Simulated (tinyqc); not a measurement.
# Front-illuminated p-i-n photodiode, quantum efficiency and bandwidth, step by step

Numbers from tinyqc (`OMP_NUM_THREADS=1 python tinyqc.py 2250046 2250047 out.jsonl`; about 0.01 s on one thread of a shared Intel Xeon 2.30GHz). Printed values are rounded.

Light enters through a p layer (0 to xp), a depleted layer (xp to xp + wi) and a thick n substrate, decaying as exp(-al x); one pass, no back reflection. Carriers made in the depleted layer are all collected; those in the neutral layers diffuse.

Values chosen for this exercise; values close to those of silicon at this wavelength:
```
symbol,value,unit,meaning
lam,532,nm,wavelength
al,8140,1/cm,absorption coefficient
Rf,0.1,,reflectance of the front face
eps_r,12.2,,relative permittivity
xp,0.16,um,thickness of the front p layer
wi,3.4,um,thickness of the depleted layer
Dn,9.2,cm^2/s,electron diffusion coefficient in the p layer
Ln,0.76,um,electron diffusion length in the p layer
S,800,cm/s,recombination velocity of the front surface
Lp,4,um,hole diffusion length in the thick n substrate
ve,1.03e7,cm/s,electron drift velocity
vh,7.15e6,cm/s,hole drift velocity
dia,160,um,diameter
RL,50,ohm,load resistance
Cp,20,fF,parasitic capacitance
f,12,GHz,modulation frequency
```

Constants: q = 1.602176634e-19 C, h = 6.62607015e-34 J s, c = 299792458 m/s, eps0 = 8.8541878128e-14 F/cm where lengths are in cm. Results are converted to the units shown.

## Quantum efficiency

k = al Ln, s = S Ln/Dn, e = exp(-al xp); front layer f1 = (k/(k^2 - 1)) {[s + k - e (s cosh(xp/Ln) + sinh(xp/Ln))]/[s sinh(xp/Ln) + cosh(xp/Ln)] - k e}; depleted layer f2 = e (1 - exp(-al wi)); substrate f3 = e exp(-al wi) al Lp/(1 + al Lp); external efficiency (1 - Rf)(f1 + f2 + f3); responsivity = efficiency q lam/(h c).

s = 0.00660870
f1 = 0.120231
f2 = 0.822743
f3 = 0.0421859
external efficiency = 0.886643
responsivity = 0.380447 A/W

The front layer absorbs 12.2 % of the light that enters and collects 98.5 % of that. Diffusion from the neutral layers makes up 16.5 % of the current.

## Response at one frequency

Drift response for pairs made in the depleted layer, a = al wi, g = 1 - exp(-a), u = 2 pi i f, te = wi/ve, th = wi/vh: electrons He = [g - a (exp(-a) - exp(-u te))/(u te - a)]/(u te g), holes Hh = [g - a (1 - exp(-a - u th))/(a + u th)]/(u th g); C = eps0 eps_r pi (dia/2)^2/wi + Cp; total |He + Hh|/sqrt(1 + (2 pi f RL C)^2), for the current of the depleted layer alone.

te = 33.0097 ps
th = 47.5524 ps
He = 0.326686-0.475519i
Hh = 0.155114-0.165372i
|He + Hh| = 0.801794
C = 658.792 fF
total response = 0.299473

The drift response alone falls to 1/sqrt(2) at 15.0 GHz and the RC term alone at 4.83 GHz; together they give 4.53 GHz.
